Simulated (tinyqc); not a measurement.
Inside a calculation. Method: Hubbard chain of 2 sites. One step of it, computed by the program tinyqc.

Problem. The many-body Hamiltonian. Basis: all placements (u, d, 2, 0 on each site), up operators ordered before down ones; hops carry the sign of the same-spin electrons passed.

one-body matrix (hopping and site energies) (eV):
```
           1          2
1   0.000000  -1.090000
2  -1.090000   0.000000
```

U = 3.400000 eV

electrons, up and down: 1  1

Give: H.

Solution.

H (eV):
```
        20      ud      du      02
20   3.400  -1.090  -1.090   0.000
ud  -1.090   0.000   0.000  -1.090
du  -1.090   0.000   0.000  -1.090
02   0.000  -1.090  -1.090   3.400
```
